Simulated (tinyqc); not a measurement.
From mean radius back to cooling rate q: nucleation and growth of vacancy voids in a cooling silicon-like crystal. Computed by tinyqc, a small Python program. Command: `OMP_NUM_THREADS=1 python tinyqc.py 3027098 3027099 out.jsonl voids inv`. One thread of a shared host (Intel(R) Xeon(R) Processor @ 2.30GHz), about 0.8 s of CPU time with the checks.

Spherical voids; vacancies are lost only to voids.

Inputs (values chosen for the exercise, close to those used for silicon):
```
quantity                                    value    unit
vacancy density at the melting point C_m  6.4e+14  1/cm^3
formation energy E_f                         3.98      eV
melting point T_m                            1685       K
diffusion prefactor D0                    0.00097  cm^2/s
migration energy E_m                         0.48      eV
site density rho                            5e+22  1/cm^3
void surface energy gamma                   0.911   J/m^2
vacancy excess C0                           5e+13  1/cm^3
temperature step                            0.125       K
```

Vacancy supply: given.

Constants: k_B = 8.617333262e-05 eV/K; k_B = 1.380649e-23 J/K.

Method:
- C = C0 as given.
- C_e = C_m exp[-(E_f/k_B)(1/T - 1/T_m)]; D = D0 exp(-E_m/(k_B T)); f = k_B T ln(C/C_e); r* = 2 gamma/(rho f); W* = 16 pi gamma^3/(3 rho^2 f^2); Z = f/sqrt(12 pi W* k_B T); I = rho Z (4 pi r* D C) exp(-W*/(k_B T)).
- March down from 1500 K in steps dT, dt = dT/q, with values at the upper end of each step: a class of I dt voids is born with r*; then all classes grow by r^2 += 2 D (C - C_e) dt/rho; C falls by the vacancies added to voids. Stop at 1150 K. T_n is the T of the largest I, N the final count (classes under 1e-6 /cm^3 are dropped), and the mean radius the number average.

Question. A run gave the result below. Find the cooling rate q, known to lie between 8.6 and 30 K/min.

mean radius = 13.63347 nm

Answer.

Each step takes the trial c = (a f_b - b f_a)/(f_b - f_a), f being the result less the target and a, b, c the logarithms of the listed values; c replaces end b, the old b replaces a if the sign of f changed, and otherwise f_a is halved.

Scan of the range:
```
cooling rate q (K/min)  mean radius (nm)
8.6                              18.5105
10.6                             16.6933
13.0                             15.0921
16.1                             13.5790
19.8                             12.2603
24.4                             11.0590
30.0                              9.9871
```

False position (Illinois rule, in the logarithm of the input) inside the bracket:
```
step    end a    end b    trial  mean radius (nm)
1     13.0000  16.1000  15.9765           13.6307
2     13.0000  15.9765  15.9642           13.6359
3     15.9765  15.9642  15.9700           13.6335
4     15.9642  15.9700  15.9700           13.6335
```

Mean radius falls at every point of a 13-point scan of the range (every second point is shown), so one value fits; it is bracketed by 13.0 and 16.1. Answer: cooling rate q = 15.97 K/min.
